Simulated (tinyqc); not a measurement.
Worked calculation: space-charge-limited current through a thin insulating or semi-insulating film with traps. Computed by tinyqc, a small Python program that keeps every step. Command: `OMP_NUM_THREADS=1 python tinyqc.py 3010527 3010528 out.jsonl sclc walk`. One thread of a shared host (Intel(R) Xeon(R) Processor @ 2.30GHz), about 0.01 s of CPU time with the checks. Intermediate numbers are printed to about 6 digits and carried at full precision; extremes and crossings named in words are read from the listed rows.

One ohmic injecting contact at x = 0 (field zero), drift only, non-degenerate free carriers.

Inputs (values chosen for the exercise, modelled on semi-insulating GaN):

| quantity | value | unit |
|---|---|---|
| permittivity eps | 9.7 | - |
| band mobility mu | 250 | cm^2/(V s) |
| effective density of states N_c | 2.5e+18 | 1/cm^3 |
| trap density N_t | 1.3e+18 | 1/cm^3 |
| equilibrium Fermi level below the band edge, E_0 | 0.58 | eV |
| thickness d | 54 | nm |
| free density at the anode, in units of N_c | 4.2e-06 | - |
| temperature T | 400 | K |
| characteristic temperature T_c | 900 | K |

Traps: exponential tail.

Constants: k_B = 8.617333262e-05 eV/K; e = 1.602176634e-19 C; eps_0 = 8.8541878128e-12 F/m.

## Equilibrium and landmark voltages

Free density n_0 = N_c exp(-E_0/k_B T) in equilibrium; trapped density n_t(n) = N_t (n/N_c)^(T/T_c) (the low-temperature form). theta = n/(n + n_t) at the anode density; trap-filled-limit voltage V_TFL = e (N_t - n_t(n_0)) d^2/(2 eps eps_0).

n_0 = 1.23101e+11 1/cm^3

n_t(n_0) = 7.34660e+14 1/cm^3

theta = 0.00197721

V_TFL = 3.53383 V

## One point of the curve

J = e mu n F and (eps eps_0/e) dF/dx = n - n_0 + n_t(n) - n_t(n_0) = rho(n). With F = J/(e mu n): d = (eps eps_0 J/(e^2 mu)) I_1 and V = (eps eps_0 J^2/(e^3 mu^2)) I_2, I_k = int_(n_L)^infinity dn/(n^(k+1) rho(n)), n_L the density at the anode; with u = n_L/n, 200 Gauss-Legendre points in t, u = 1 - (1 - t)^2. Anode field J/(e mu n_L); Mott-Gurney current (9/8) eps eps_0 mu V^2/d^3; ohmic current e n_0 mu V/d.

I_1 = 1.38783e-29 cm^6

I_2 = 7.91209e-43 cm^9

current density J = 2.90735 A/cm^2

voltage V = 0.0223457 V

anode field over mean field V/d = 1.67054

trap-free Mott-Gurney current = 765.987 A/cm^2

ohmic current = 0.0204039 A/cm^2

J is 0.00380 times the trap-free law and 142 times the ohmic current; theta is 0.00198. The field ratio is 1 for ohmic flow, 3/2 for the square law and 2 for a uniform fixed charge; here 1.67. Caution: V is below 10 k_B T/e, where diffusion from the contact, left out here, dominates.

## The whole curve

The last column is d ln J/d ln V up to the next row.

Current against voltage:

| n_L (1/cm^3) | V (V) | J (A/cm^2) | slope |
|---|---|---|---|
| 1.30e+11 | 6.10316e-04 | 7.40424e-04 | 1.84011 |
| 4.80e+11 | 3.79168e-03 | 2.13400e-02 | 2.60053 |
| 1.80e+12 | 8.86499e-03 | 1.94263e-01 | 2.89864 |
| 6.70e+12 | 1.78523e-02 | 1.47783e+00 | 3.04883 |
| 2.50e+13 | 3.40588e-02 | 1.05908e+01 | 3.12035 |
| 9.30e+13 | 6.33650e-02 | 7.34913e+01 | 3.14012 |
| 3.50e+14 | 1.17697e-01 | 5.13645e+02 | 3.11448 |
| 1.30e+15 | 2.18601e-01 | 3.53272e+03 | 3.03851 |
| 4.80e+15 | 4.13533e-01 | 2.45099e+04 | 2.90412 |
| 1.80e+16 | 8.22812e-01 | 1.80745e+05 | 2.71750 |
| 6.70e+16 | 1.75139e+00 | 1.40807e+06 | 2.51018 |
| 2.50e+17 | 4.13299e+00 | 1.21514e+07 | - |

The slope starts at 1.84, peaks at 3.1 between 0.0634 and 0.118 V and ends at 2.51. Rows below 0.34 V (10 k_B T/e) are formal, since diffusion from the contact rules there. Self-heating is left out, although J V exceeds 1e5 W/cm^2 at the last row. The last rows ignore velocity saturation (mu V/d above 1e7 cm/s). An exponential tail gives the power law T_c/T + 1 = 3.25, which the middle rows approach.

Checks made by the program: trap-free limit against the Mott-Gurney law (relative difference 5e-08).
